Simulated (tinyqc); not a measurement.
Doping and voltage from widths and field.

Question. In the depletion approximation an abrupt p-n junction has a triangular field: peak E = q Nd xn/(eps0 eps_r) = q Na xp/(eps0 eps_r), W = xn + xp, and Vbi - V = E W/2. Find Nd, Na and Vbi - V.

Values chosen for this exercise: relative permittivity eps_r = 11.9.

Constants: q = 1.602176634e-19 C, eps0 = 8.8541878128e-14 F/cm where lengths are in cm. Results are converted to the units shown.

W = 557.78205 nm
peak field = 119.10372 kV/cm
xn = 35.603109 nm

Answer. Gauss's law on each side gives its doping from the peak field and its width; the voltage is the area of the triangle.

Nd = 2.200e17 cm^-3
Na = 1.500e16 cm^-3
Vbi - V = 3.322 V

tinyqc, about 0.02 s, one thread, Intel Xeon 2.30GHz (shared host): `OMP_NUM_THREADS=1 python tinyqc.py 2000172 2000173 out.jsonl`
